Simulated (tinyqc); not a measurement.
Series resistance and mobility from two gate lengths.

Inverse problem. At small Vds the total resistance times width is 2 Rs + L/(mu Q), with the same mu and Q at both lengths. Find mu and Rs.

total resistance at L = 30 and 120 nm (ohm um): [112.83148, 151.32592]
Q = 1.67 uC/cm^2

Solution. The slope against L is 1/(mu Q), and the intercept at L = 0 is 2 Rs.

mu = 1400 cm^2/(V s)
Rs = 50.00 ohm um

Program tinyqc, `OMP_NUM_THREADS=1 python tinyqc.py 2380132 2380133 out.jsonl`; Intel Xeon 2.30GHz, shared host, one thread, about 0.01 s.
